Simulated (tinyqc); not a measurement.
What each parameter does: round or elliptic silicon nanowire with anisotropic valleys (Ritz method).

Wire along x = [110] on a (001) wafer, y = [-110], z = [001]. Valley groups (w = inverse masses): A, two valleys along z: w_y = 1/mt, w_z = 1/ml, m_x = mt; B, four valleys in the wafer plane: w_y = (1/ml + 1/mt)/2, w_z = 1/mt, m_x = (ml + mt)/2.

Hard wall on the ellipse (y/a)^2 + (z/b)^2 = 1, c = hbar^2/2m0. With u = y/a, v = z/b the operator is -c [(w_y/a^2) d2/du2 + (w_z/b^2) d2/dv2] on the unit disc. Basis (1 - u^2 - v^2) u^i v^j; S, X and Y are the disc integrals of f f', (df/du)(df'/du) and (df/dv)(df'/dv), from the integral of u^p v^q = 2 Gamma((p+1)/2) Gamma((q+1)/2)/((p + q + 2) Gamma((p+q+2)/2)) for even p, q; H = c (w_y X/a^2 + w_z Y/b^2).

Converged values use 21 functions of each parity class (e or o in u, then in v).

Constants: hbar^2/2m0 = 3.80998211 eV angstrom^2.

Inputs chosen for the exercise (near those of a Si nanowire; the results hold for these values, not for the real material): ml = 0.922 m0 (longitudinal mass); mt = 0.186 m0 (transverse mass); a = 16 angstrom (semi-axis along y); b = 16 angstrom (semi-axis along z).

Lowest level of groups A and B.

One parameter was then changed.

Results before and after:

| case | A (eV) | B (eV) | B - A (meV) |
|---|---|---|---|
| base | 0.2731 | 0.3697 | 96.6 |
| changed | 0.2085 | 0.3283 | 119.9 |

Which of these changes was made? (a) ml = 1.033 m0; (b) b = 19 angstrom; (c) mt = 0.167 m0; (d) a = 19 angstrom.

Answer: (d) a = 19 angstrom. Of the candidates, run in turn, only this one gives the changed row.

All candidates:

| case | A (eV) | B (eV) | B - A (meV) |
|---|---|---|---|
| base | 0.2731 | 0.3697 | 96.6 |
| a = 19 angstrom | 0.2085 | 0.3283 | 119.9 |
| b = 19 angstrom | 0.2576 | 0.3030 | 45.4 |
| ml = 1.033 m0 | 0.2675 | 0.3672 | 99.7 |
| mt = 0.167 m0 | 0.2983 | 0.4091 | 110.8 |

(tinyqc, `OMP_NUM_THREADS=1 python tinyqc.py 1280205 1280206 out.jsonl`, Intel(R) Xeon(R) Processor @ 2.30GHz, 1 thread, shared host, about 0.05 s.)
